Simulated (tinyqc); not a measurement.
Permittivity of the insulator from five potentials.

Problem. A node lies on a semiconductor-insulator interface. Steps: hs = tb/2 down into the semiconductor, ho = tox/1 up into the insulator, hy = L/5 sideways. The flux balance of its box reads eox (hy/ho)(above - node) + eps_r (hy/hs)(below - node) + [(eps_r hs + eox ho)/(2 hy)](left + right - 2 node) - q Na (hs/2) hy/eps0 = 0. Find eox.

Inputs (values chosen for the exercise); semiconductor permittivity made up: relative permittivity of the semiconductor eps_r = 12.4; half the body thickness tb = 4 nm; insulator thickness tox = 6.4 nm; channel length L = 26 nm; acceptor density of the depleted body Na = 0 cm^-3.

Constants: q = 1.602176634e-19 C, eps0 = 8.8541878128e-14 F/cm where lengths are in cm. Results are converted to the units shown.

psi (V): node 0.54698862, above 0.09, below 0.61360219, left 0.30551178, right 1.19

Solution. The balance is linear in eox.

eox = 25.00

Computed by the program tinyqc: `OMP_NUM_THREADS=1 python tinyqc.py 2480124 2480125 out.jsonl`, one thread of a shared Intel Xeon 2.30GHz, about 0.2 s for the whole run.
